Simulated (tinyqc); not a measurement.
Comparisons within one model: finite square well with mass mismatch (envelope functions). A value that a table varies takes the place of the one given here.

A square well of width L and depth V0, mass mw inside and mb outside, energies from the bottom of the well, c = hbar^2/2m0. k = sqrt(mw E/c), kappa = sqrt(mb (V0 - E)/c). psi and psi'/m are continuous at the walls (BenDaniel-Duke), so level n solves k L + 2 atan[(k/mw)/(kappa/mb)] = n pi.

Non-parabolic bands: mw is replaced by mw (1 + alpha_w E) and mb by mb (1 - alpha_b (V0 - E)), in k, kappa and the matching condition alike.

Constants: hbar^2/2m0 = 3.80998211 eV angstrom^2.

Parameters, chosen for this exercise (near those of the light valleys of a Si film in SiO2; not measured data):
- V0 = 3.1 eV (barrier height)
- mw = 0.195 m0 (mass in the well)
- mb = 0.477 m0 (mass in the barrier)
- Ls = (8, 12, 18, 27, 40, 61, 91) angstrom (widths)
- L = 49 angstrom (well width)
- alpha_w = 0.45 1/eV (non-parabolicity in the well)
- alpha_b = 0.12 1/eV (non-parabolicity in the barrier)

## Width of the well

Levels against L, beside the infinite well E1(hard) = c (pi/L)^2/mw; Pb is the probability of level 1 in the barriers; a dash marks an unbound level.

Levels:

| L (angstrom) | bound levels | E1 (eV) | E2 (eV) | E1(hard) (eV) | Pb |
|---|---|---|---|---|---|
| 8 | 2 | 0.8178 | 3.0965 | 3.0131 | 0.119 |
| 12 | 2 | 0.5065 | 2.1260 | 1.3391 | 0.060 |
| 18 | 3 | 0.2933 | 1.2142 | 0.5952 | 0.027 |
| 27 | 4 | 0.1599 | 0.6505 | 0.2645 | 0.011 |
| 40 | 6 | 0.0844 | 0.3403 | 0.1205 | 0.004 |
| 61 | 8 | 0.0407 | 0.1633 | 0.0518 | 0.001 |
| 91 | 12 | 0.0197 | 0.0790 | 0.0233 | 0.001 |

What does this show, and why?

The infinite well overestimates E1 by a factor 3.68 at 8 angstrom and 1.18 at 91 angstrom. The local exponent d ln E1/d ln L goes from -1.18 (first two rows) to -1.81 (last two), towards the -2 of hard walls, as Pb falls from 0.119 to 0.001. E2 - E1 is largest at 8 angstrom of the widths listed. Non-parabolicity, which grows with the level, already counts at a few tenths of an eV, and levels above about 0.5 eV lie beyond a parabolic band.

## Levels of description

The same well five ways. mb = mw: the barrier takes the mass of the well. psi' continuous: kappa holds mb but the condition drops the masses, k L + 2 atan(k/kappa) = n pi. The last column is measured against BenDaniel-Duke.

Levels (eV):

| model | E1 | E2 | E3 | E1 - E1(BDD) (meV) |
|---|---|---|---|---|
| infinite walls | 0.0803 | 0.3213 | 0.7228 | 20.6 |
| mb = mw | 0.0660 | 0.2636 | 0.5909 | 6.3 |
| BenDaniel-Duke | 0.0598 | 0.2401 | 0.5438 | 0.0 |
| psi' continuous | 0.0707 | 0.2818 | 0.6302 | 10.9 |
| non-parabolic | 0.0618 | 0.2328 | 0.4821 | 2.1 |

What can be read from the table?

Hard walls put E1 20.6 meV too high. Ignoring the mass step moves it by +6.3 meV and the wrong matching by +10.9 meV: with mb/mw = 2.45, continuity of psi'/m lets the slope outside be 2.45 times the slope inside, which acts like a softer wall. Non-parabolicity shifts E1 by +2.1 meV, the balance of a heavier mass in the well, which lowers it, and a lighter mass deep in the barrier, which hardens the wall. Among the finite wells the largest departure in E1 is that of the model 'psi' continuous'.

## What each parameter does

Parabolic bands. Pb is the probability of level 1 in the barriers, (A^2/kappa)/(A^2/kappa + L/2 + sin(kL)/(2k)) with A = cos(kL/2). Each row changes one parameter from the base and keeps the others.

Results:

| case | E1 (eV) | bound levels | Pb | V0 - E1 (eV) |
|---|---|---|---|---|
| base | 0.0598 | 7 | 0.0026 | 3.0402 |
| L = 54 angstrom | 0.0505 | 7 | 0.0020 | 3.0495 |
| V0 = 2.635 eV | 0.0584 | 6 | 0.0032 | 2.5766 |
| mw = 0.1755 m0 | 0.0645 | 6 | 0.0031 | 3.0355 |
| mb = 0.5962 m0 | 0.0579 | 7 | 0.0028 | 3.0421 |

What can be read from the table?

The largest shifts from the base row, up to three for each result and ties (the steps differ in size, so this ranks the rows, not the parameters). E1 (eV): L -0.0093, mw +0.0047, mb -0.0018. bound levels: V0 -1, mw -1; unchanged at the printed digits by L and mb. Pb: V0 +0.0006, L -0.0006, mw +0.0005. V0 - E1 (eV): V0 -0.4636, L +0.0093, mw -0.0047.

Computed by tinyqc, a small Python program: `OMP_NUM_THREADS=1 python tinyqc.py 1280145 1280146 out.jsonl` (the numbers bound the seed that draws the inputs); one thread of a shared host (Intel(R) Xeon(R) Processor @ 2.30GHz), about 0.01 s for the whole set of steps.
